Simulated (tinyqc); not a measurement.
# Changing the length of each stressor S

Model: stress in a transistor channel from embedded alloy regions, liners and fins, by half-space elasticity. Computed by tinyqc, a small Python program. Command: `OMP_NUM_THREADS=1 python tinyqc.py 3010412 3010413 out.jsonl stressor sweep`. One thread of a shared host (Intel(R) Xeon(R) Processor @ 2.30GHz), about 0.04 s of CPU time with the checks.

Plane strain in an isotropic half-space, the same constants everywhere; x along the channel from its centre, y downwards from the free surface; stress is positive in tension.

Inputs (values chosen for the exercise, modelled on silicon):

| quantity | value | unit |
|---|---|---|
| alloy fraction x | 0.19 | - |
| lattice change per unit x, beta | 0.0417 | - |
| Young's modulus E | 163 | GPa |
| Poisson ratio nu | 0.25 | - |
| channel length L | 86 | nm |
| recess depth d | 60 | nm |
| depth of the field point y | 3.3 | nm |

Stressor: Si(1-x)Ge(x) source and drain.

Method. Misfit e = beta x. A fully constrained inclusion holds the stress -p with p = E e/(1 - 2 nu); a blanket film would hold -E e/(1 - nu) in the plane. A line element dA of misfit at (a, c) in the half-space gives, with C = E e/(2 pi (1 - nu)), X = x - a, r1^2 = X^2 + (y - c)^2, r2^2 = X^2 + Y^2, Y = y + c: s_xx = -C dA {[X^2 - (y - c)^2]/r1^4 + 3 [X^2 - Y^2]/r2^4 + 4 y Y (Y^2 - 3 X^2)/r2^6}, s_yy = C dA {[X^2 - (y - c)^2]/r1^4 - [X^2 - Y^2]/r2^4 + 4 y Y (Y^2 - 3 X^2)/r2^6}. These are integrated over two rectangles, L/2 < |a| < L/2 + S, 0 < c < d (closed form in a, 200 Gauss-Legendre points in c).

One run for each value:

| length of each stressor S (nm) | s_xx (MPa) | s_xx over the blanket-film stress |
|---|---|---|
| 10 | -188.4 | 0.1094 |
| 18 | -323.5 | 0.1879 |
| 32 | -526.7 | 0.3059 |
| 56 | -792.6 | 0.4603 |
| 100 | -1103.3 | 0.6407 |
| 180 | -1392.2 | 0.8085 |
| 320 | -1607.5 | 0.9335 |
| 1000 | -1840.1 | 1.0686 |

Give the missing row, length of each stressor S (nm) = 560.

Computed row:
```
length of each stressor S (nm)  s_xx (MPa)  s_xx over the blanket-film stress
560                                -1748.7                             1.0156
```

Interpolating between the two neighbouring rows (the first column on a logarithmic scale, the others too where they are positive) misses most in s_xx over the blanket-film stress, by 1.8 %. Over the rows, s_xx (MPa) falls from -188 to -1840 (exponent d ln y / d ln x 0.92 between the first rows and 0.088 between the last); s_xx over the blanket-film stress rises from 0.109 to 1.07 (exponent d ln y / d ln x 0.92 between the first rows and 0.088 between the last). The stress approaches its limit slowly as S grows beyond d and L, since the far wall matters less and less.
